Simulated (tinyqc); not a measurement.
Tunnelling through a gate dielectric, WKB transmission and Tsu-Esaki current: one step of the calculation.

Electrons leave the emitter at x = 0. Energies E (motion across the layers) are in eV from the emitter Fermi level; the collector Fermi level lies at -V and offers states at every E. No charge in the dielectric and no image force: F1 = V/t1, U = phi1 - F1 x. With C = hbar^2/(2 m0), kappa = sqrt(m (U - E)/C) where U > E and 0 elsewhere; T(E) = exp(-S), S = 2 times the integral of kappa over x.

Task. Current density on a coarse energy grid. Each layer adds (2/F) sqrt(m/C) [G(u at its left edge) - G(u at its right edge)] to S, with u = U - E (0 where negative) and G(u) = (2/3) u^1.5. The slope follows from 1/d = -dS/dE.

J = J0 times the integral of T(E) N(E) dE, N = ln[(1 + exp(-E/Vt))/(1 + exp((-E - V)/Vt))], J0 = q^2 me m0 kB T/(2 pi^2 hbar^3) (times 1e-4 for A/cm^2 per eV), by Simpson's rule on nE equally spaced points from Ea to Eb.

Values chosen for this exercise; dielectric values close to those of silicon dioxide: temperature T = 300 K; Fermi energy of the emitter above its band bottom Ef = 3.2 eV; emitter mass in the supply function me = 0.79 m0; barrier of layer 1 above the emitter Fermi level at zero bias phi1 = 3.14 eV; tunnelling mass of layer 1 m1 = 0.48 m0; thickness of layer 1 t1 = 6.6 nm; voltage across the dielectric V = 4.2 V; lower end of the energy grid Ea = -0.35 eV; upper end of the energy grid Eb = 0.48 eV; points of the energy grid nE = 11.

Constants: q = 1.602176634e-19 C, kB = 1.380649e-23 J/K, hbar = 1.054571817e-34 J s, m0 = 9.1093837015e-31 kg, Vt = kB T/q, hbar^2/(2 m0) = 0.0380998212 eV nm^2. Results are converted to the units shown.

Find: E; T(E); N; T(E) N; J0; J.

Result.

```
point   E (eV)       T(E)         N     T(E) N
0      -0.3500  8.752e-22     13.54  1.185e-20
1      -0.2670  4.885e-21     10.33  5.045e-20
2      -0.1840  2.670e-20     7.118  1.901e-19
3      -0.1010  1.429e-19     3.927  5.611e-19
4      -0.0180  7.487e-19     1.101  8.241e-19
5       0.0650  3.838e-18   0.07781  2.987e-19
6       0.1480  1.925e-17  0.003258  6.273e-20
7       0.2310  9.445e-17  1.316e-4  1.243e-20
8       0.3140  4.530e-16  5.309e-6  2.405e-21
9       0.3970  2.124e-15  2.141e-7  4.548e-22
10      0.4800  9.728e-15  8.637e-9  8.402e-23
```

J0 = 3.305e8 A/(cm^2 eV)
J = 5.361e-11 A/cm^2

The integrand peaks at E = -0.0180 eV among these points.

Computed by the program tinyqc: `OMP_NUM_THREADS=1 python tinyqc.py 2540121 2540122 out.jsonl`, one thread of a shared Intel Xeon 2.30GHz, about 0.03 s for the whole run.
